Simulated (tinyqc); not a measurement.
# Electron continuity equation in a given potential, Scharfetter-Gummel discretisation: current and errors against the applied potential

Steady state in one dimension: J = q mu n E + q D dn/dx with E = -dpsi/dx and D = mu Vt, dJ/dx = 0, fixed densities nL and nR at the ends. The potential is given, psi = U x/L, and is not changed by the electrons.

12 equal intervals. Fluxes J_i = (q D/h)(n_(i+1) P_i - n_i Q_i), d_i = (psi_(i+1) - psi_i)/Vt: Scharfetter-Gummel P = B(d), Q = B(-d), B(d) = d/(exp(d) - 1); central P = 1 - d/2, Q = 1 + d/2; upwind P = 1 + max(-d, 0), Q = 1 + max(d, 0). Balance at each inner node: J_i - J_(i-1) = 0. The reference is Scharfetter-Gummel on 4000 intervals or more. Errors are those of J on the first interval against the reference at its midpoint; errors under 1e-6 % are printed as 0.

Values chosen for this exercise; mobility close to that of silicon at room temperature:

| symbol | value | unit | meaning |
|---|---|---|---|
| T | 400 | K | temperature |
| mu | 1340 | cm^2/(V s) | electron mobility |
| L | 7.6 | um | length of the region |
| nL | 2.1e13 | cm^-3 | density at x = 0 |
| nR | 1.9e12 | cm^-3 | density at x = L |

Constants: q = 1.602176634e-19 C, kB = 1.380649e-23 J/K, Vt = kB T/q. Results are converted to the units shown.

Current and errors against the applied potential:

| U (V) | largest \|d\| | reference J (A/cm^2) | SG error (%) | central error (%) | upwind error (%) | most negative central n (cm^-3), 0 if none |
|---|---|---|---|---|---|---|
| -0.021 | 0.05077 | -0.1238 | 0 | -0.0313 | 3.67 | 0 |
| -0.083 | 0.2007 | 2.573e-4 | 1.40e-5 | 153 | -4610 | 0 |
| -0.21 | 0.5077 | 0.1101 | 0 | 0.297 | -5.18 | 0 |
| -0.41 | 0.9912 | 0.2200 | 0 | 4.69e-3 | -0.252 | 0 |
| -0.62 | 1.499 | 0.3328 | 0 | 1.54e-5 | -0.0169 | 0 |
| -0.91 | 2.200 | 0.4884 | 0 | 0 | -8.72e-4 | 0 |
| -1.2 | 2.901 | 0.6441 | 0 | -1.50e-6 | -8.09e-5 | -1.61e12 |
| -1.9 | 4.593 | 1.020 | 0 | -0.0138 | -1.07e-6 | -5.61e12 |

The reference current rises from -0.124 to 1.02 A/cm^2. The largest errors in size are 1.4e-5 % (Scharfetter-Gummel), 150 % (central) and 4600 % (upwind). Central differences give negative densities for U = -1.2, -1.9 V; these rows have |d| above 2, which makes negative values possible though not certain.

Program tinyqc, `OMP_NUM_THREADS=1 python tinyqc.py 2220018 2220019 out.jsonl`; Intel Xeon 2.30GHz, shared host, one thread, about 0.01 s.
